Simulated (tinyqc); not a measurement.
Weibull analysis of times to dielectric breakdown, with area scaling: one step of the calculation.

Breakdown times follow F(t) = 1 - exp(-(t/t63)^beta). The 12 times below were drawn at random from beta = 1.5, t63 = 1600 s and are treated as data; all samples failed.

Task. Likelihood estimate of beta. Maximum likelihood: a(beta) = 1/beta with a = sum t^beta ln t/sum t^beta - mean ln t. Newton step: beta(new) = beta - [a - 1/beta]/[v + 1/beta^2], v the variance of ln t under the weights t^beta.

t, i 1 to 12 (s): 235  426  638  820  1030  1480  1870  2080  2320  2490  2780  3930
beta after iteration 1 = 1.5429010

Give: beta after iteration 2.

Result.

beta after iteration 2 = 1.587

tinyqc, about 0.01 s, one thread, Intel Xeon 2.30GHz (shared host): `OMP_NUM_THREADS=1 python tinyqc.py 2070039 2070040 out.jsonl`
